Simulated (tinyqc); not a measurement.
# Gap voltage and exponent from three temperatures

Problem. At constant current VBE(T) = Vg0 - a T - eta (kB T/q) ln T, where a is a constant. Find Vg0, eta and dVBE/dT at the middle temperature.

Constants: q = 1.602176634e-19 C, kB = 1.380649e-23 J/K. Results are converted to the units shown.

T (K): [253, 330, 360]
VBE at a constant current (V): [0.8149499727, 0.6824293248, 0.6292054136]

Solution. The relation is linear in Vg0, a and eta, so three points give a linear system; the slope is (VBE - Vg0 - eta kB T/q)/T. eta rests on the curvature of VBE(T) alone, so real fits need accuracy of some tens of microvolts or better.

Vg0 = 1.161 V
eta = 3.600
dVBE/dT = -1.760 mV/K

Computed by the program tinyqc: `OMP_NUM_THREADS=1 python tinyqc.py 2062186 2062187 out.jsonl`, one thread of a shared Intel Xeon 2.30GHz, about 0.03 s for the whole run.
